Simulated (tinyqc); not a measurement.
Threshold-voltage variability of a planar MOSFET, analytic estimates: one step of the calculation.

Three independent sources add in quadrature: random dopants in the depleted layer, metal-gate grains of two orientations, and roughness of the two gate edges acting through the roll-off VT = VT(long) - Vr exp(-L/l). These are first-order estimates: no three-dimensional electrostatics, no percolation.

Question. Metal grains and edge roughness. Grains: Ng = L W/G^2 (at least 1), s2 = dW sqrt(p (1 - p)/Ng). Edges, with exponential correlation and u = W/La: the mean gate length has sL^2 = 2 De^2 (2/u)[1 - (1 - exp(-u))/u]; s3 = sL (Vr/l) exp(-L/l).

Values chosen for this exercise; material values close to those of silicon:
```
symbol,value,unit,meaning
L,16,nm,gate length
W,22,nm,gate width
G,4,nm,metal grain size
dW,0.15,eV,work-function difference of the two grain orientations
p,0.4,,share of the orientation of higher work function
De,1.4,nm,rms roughness of one gate edge
La,20,nm,correlation length of the roughness
l,2.8,nm,decay length of the threshold roll-off
Vr,1.2,V,prefactor of the roll-off
```

Find: Ng; s2; sL; dVT/dL; s3.

Answer.

Ng = 22.000
s2 = 15.667 mV
sL = 1.6747 nm
dVT/dL = 1.4136 mV/nm
s3 = 2.3675 mV

Program tinyqc, `OMP_NUM_THREADS=1 python tinyqc.py 2090139 2090140 out.jsonl`; Intel Xeon 2.30GHz, shared host, one thread, about 0.01 s.
